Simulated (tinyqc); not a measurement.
Epitaxial growth on a vicinal surface: Burton-Cabrera-Frank step flow, step-edge barrier and island nucleation: one step, computed by the program tinyqc.

Adatoms land at rate F, hop on a square grid (a simplification for hexagonal faces), desorb, or join steps. Lengths are in units of a and n is the adatom coverage. Steps ascend at x = 0 and descend at x = l.

Problem. Scales. D = nu exp(-E_d/(k_B T)) (a^2/s, nu counted per direction); tau = exp(E_a/(k_B T))/nu; x_s = sqrt(D tau); n_eq = exp(-E_f/(k_B T)); terrace width l = h/(a tan(miscut)); Schwoebel length l_s = exp(E_s/(k_B T)) - 1. Temperatures in kelvin are T(C) + 273.15.

Inputs (values chosen for the exercise, close to those used for Si(001)):
```
quantity                     value      unit
site spacing a                3.84  angstrom
step height h                 1.36  angstrom
diffusion barrier E_d         0.66        eV
desorption energy E_a         3.02        eV
adatom formation energy E_f   1.17        eV
step-edge barrier E_s         0.16        eV
attempt frequency nu             5       THz
miscut angle                   0.1   degrees
temperature T                  730         C
```

Constants: k_B = 8.617333262e-05 eV/K.

Give: D; lifetime tau; diffusion length x_s; equilibrium coverage n_eq; terrace width l; Schwoebel length l_s.

Solution.

D = 2.416e+09 a^2/s

lifetime tau = 297.4 s

diffusion length x_s = 8.477e+05 a

equilibrium coverage n_eq = 1.324e-06

terrace width l = 202.9 a

Schwoebel length l_s = 5.365 a

l/x_s = 2.39e-4: nearly every adatom reaches a step.
